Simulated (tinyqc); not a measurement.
Ionisation potential and affinity of a slab from the planar-averaged potential: sweeps and comparisons. A value that a table varies takes the place of the one given here.

A model of the planar-averaged electrostatic energy of an electron in a periodic cell of N1 periods of A (L1 = N1 n1 h) and N2 periods of vacuum (L2 = N2 n2 h), on z_j = j h: V(z) = f VA + (1 - f) VB + F t(z), VA = V1[0] + V1[1] cos(2 pi z/(n1 h)) + V1[2] cos(4 pi z/(n1 h)), VB the same with V2, n2 and z - L1. f = [tanh(z/w) - tanh((z - L1)/w) + tanh((z - L1 - L2)/w)]/2 + 1/2; t(z) = z - L1/2 in A and (L1/L2)(L1 + L2/2 - z) beyond, so that the cell is periodic.

Running mean over n points, periodic: for odd n the plain mean of the n points centred on j; for even n the n + 1 points with half weight at both ends. The macroscopic average applies the mean over n1 points and then over n2 points.

Inputs chosen for the exercise (gap near that of GaAs; shifted at random, so the results belong to these values and not to a real crystal): h = 0.3 angstrom (grid step); n1 = 7 (grid points per period of A); n2 = 6 (grid points per period of the vacuum filter); V1 = (-6.32, 2.86, -0.1) eV (mean and two harmonics of the potential in A); V2 = (0, 0, 0) eV (the same in vacuum); w = 0.41 angstrom (width of the interfaces); N1 = 5 (periods of A); N2 = 4 (periods of vacuum); F = 0 eV/angstrom (slope in A from opposite charges on the two interfaces).

## How thick the regions must be

N1 = N2 = N, no slope (F = 0); dV is read at j = floor(N n1/2) and N n1 + floor(N n2/2). The exact value is V2[0] - V1[0].

Results:

| N | L1 (angstrom) | dV (eV) | error (meV) |
|---|---|---|---|
| 1 | 2.10 | 3.2699 | -3050.12 |
| 2 | 4.20 | 6.0542 | -265.84 |
| 3 | 6.30 | 6.3155 | -4.52 |
| 4 | 8.40 | 6.3199 | -0.05 |
| 5 | 10.50 | 6.3200 | 0.00 |
| 6 | 12.60 | 6.3200 | 0.00 |

The error is below 10 meV from N = 3 on. The two windows together span 3.90 angstrom and must fit between the interface tails, which fall as exp(-2 z/w); the errors at N = 2, 3 and 4 are -265.84, -4.52 and -0.05 meV.

## The choice of windows

dV read at j = 17 and 47 after means over the numbers of points listed; ripple is the spread over the five points around each.

Results:

| windows | dV (eV) | ripple in A (meV) | ripple in vacuum (meV) |
|---|---|---|---|
| none | 8.959 | 4445 | 0 |
| 7 only | 6.320 | 0 | 0 |
| 6 only | 6.700 | 646 | 0 |
| 8 only | 6.035 | 484 | 0 |
| 8, 7 | 6.320 | 0 | 2 |
| 7, 6 | 6.320 | 0 | 0 |

Which rows can be used, and how does a wrong window show?

The last row matches both periods and lies 0 meV from the value of a thick cell, V2[0] - V1[0] = 6.320 eV. Against it the raw potential errs by +2.64 eV. Within 20 meV of it lie: 7 only and 8, 7. A window one point too long leaves a ripple of 484 meV in A, against 0 meV in the last row: the ripple is the sign to look for. Rows to use, with under 30 meV of ripple in both regions once the tilt is taken off: 7 only, 8, 7 and 7, 6. A row with a large ripple can hit the right value only by chance.

Run: tinyqc, `OMP_NUM_THREADS=1 python tinyqc.py 1850012 1850013 out.jsonl`; Intel(R) Xeon(R) Processor @ 2.30GHz, one thread, shared host; about 0.01 s of CPU time with all checks.
